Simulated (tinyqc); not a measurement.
Straight dislocations in isotropic elasticity: fields, energies, partials, Peierls stress and walls: one step, computed by the program tinyqc. Command: `OMP_NUM_THREADS=1 python tinyqc.py 3005909 3005910 out.jsonl disloc walk`. One thread of a shared host (Intel(R) Xeon(R) Processor @ 2.30GHz), about 0.01 s of CPU time with the checks.

The line runs along z, the glide plane is y = 0, and beta is the angle between b and the line (0 screw, 90 degrees edge): b_e = b sin(beta) along +x with the extra half plane at y > 0, b_s = b cos(beta). Stress is positive in tension.

Task: Splitting into partials. Shockley partials have b_p = b/sqrt(3) at the angles beta -/+ 30 degrees; their repulsion balances the fault at d = G b_p^2/(8 pi gamma) (2 - nu)/(1 - nu) [1 - 2 nu cos(2 beta)/(2 - nu)].

Inputs (values chosen for the exercise, modelled on aluminium):

| quantity | value | unit |
|---|---|---|
| shear modulus G | 26.9 | GPa |
| Poisson ratio nu | 0.342 | - |
| Burgers vector b | 2.863 | angstrom |
| stacking-fault energy gamma | 159 | mJ/m^2 |

Character: screw.

Give: partial Burgers vector b_p; splitting width d; d/b.

Result:

partial Burgers vector b_p = 1.6530 angstrom

splitting width d = 0.27225 nm

d/b = 0.95093

Narrowly split: the cores nearly overlap. Caution: a splitting under two Burgers vectors is within the cores, where the elastic formula fails.
